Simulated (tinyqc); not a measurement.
Two-band k.p model of the Delta valleys near the X point under shear strain, step by step. Values are carried at full precision from step to step, so a last printed digit may differ when a step is redone from the rounded ones.

Constants: hbar^2/2m0 = 3.80998211 eV angstrom^2.

Values chosen for the exercise (near those of Si; the results hold for these values, not for the real material): a = 5.43 angstrom (lattice constant); ml = 0.912 m0 (longitudinal mass); mt = 0.198 m0 (transverse mass); kx0 = 0.153 2 pi/a (distance of the minimum from X); D = 14.9 eV (shear deformation potential); Mp = 0.234 m0 (coupling mass); exy = 0.0015 (shear strain); k = (0.055, 0.051, 0.198) 1/angstrom (wave vector from X).

## Scales

k0 = kx0 2 pi/a; Delta = 2 c k0^2/ml with c = hbar^2/2m0, half the splitting of the two bands at k0; eta = D exy/Delta measures the shear coupling against it.

k0 = 0.17704 1/angstrom
Delta = 0.26188 eV
eta = 0.0853
splitting of the two bands at X, 2 |D exy| = 0.0447 eV

## The Hamiltonian at one k

Valley pair on the [001] axis, kz counted from the X point, c = hbar^2/2m0, k0 = kx0 2 pi/a. H = (c kz^2/ml + c (kx^2 + ky^2)/mt + c k0^2/ml) 1 + (2 c k0 kz/ml) sigma_z + (D exy - 2 c kx ky/Mp) sigma_x, so E = c kz^2/ml + c (kx^2 + ky^2)/mt + c k0^2/ml -/+ sqrt((2 c k0 kz/ml)^2 + (D exy - 2 c kx ky/Mp)^2). Without strain the lower band has its minima, E = 0, at kz = +/- k0. Shifts from diagonal strain are left out.

Fill in the 2 x 2 matrix (sigma_z diagonal) and give its levels.

H(k) (eV):
```
,1,2
1,0.6959,-0.0690
2,-0.0690,0.1101
```

levels (eV): 0.1021  0.7039

## Position, depth and masses of the minimum

For |eta| < 1: k_min = k0 sqrt(1 - eta^2), E_min = -Delta eta^2/2, ml(eta) = ml/(1 - eta^2), 1/m[110] = 1/mt + eta/Mp, 1/m[1-10] = 1/mt - eta/Mp. For |eta| > 1 the minimum sits at X: E_min = -Delta (2 |eta| - 1)/2, ml(eta) = ml/(1 - 1/|eta|), and eta is replaced by its sign in the transverse masses.

k_min = 0.1764 1/angstrom
E_min = -0.95 meV
ml(eta) = 0.919 m0

masses along [110] and [1-10] (m0): 0.1847  0.2134

The minimum has moved 0.4 % of the way to X; electrons are lighter along [110] (-6.7 % against mt) and heavier across (+7.8 %).

## The two bands along kz

kx = ky = 0, kz from 0 to 1.6 k0 in steps of 0.2 k0, with and without the strain.

Levels (eV):
```
kz/k0,kz (1/angstrom),lower,upper,"lower, no strain","upper, no strain"
0.0,0.0000,0.1086,0.1533,0.1309,0.1309
0.2,0.0354,0.0792,0.1931,0.0838,0.1886
0.4,0.0708,0.0448,0.2590,0.0471,0.2566
0.6,0.1062,0.0194,0.3368,0.0210,0.3352
0.8,0.1416,0.0040,0.4254,0.0052,0.4242
1.0,0.1770,-0.0010,0.5247,0.0000,0.5238
1.2,0.2124,0.0044,0.6345,0.0052,0.6337
1.4,0.2479,0.0203,0.7549,0.0210,0.7542
1.6,0.2833,0.0465,0.8857,0.0471,0.8852
```

## Checks

- Depth of the minimum by numerical search against the closed form (eV): both -0.000954.
- Mass along [110] by finite differences against the closed form: both 0.1847.

tinyqc: `OMP_NUM_THREADS=1 python tinyqc.py 1080682 1080683 out.jsonl`; about 0.01 s, one thread, shared Intel(R) Xeon(R) Processor @ 2.30GHz.
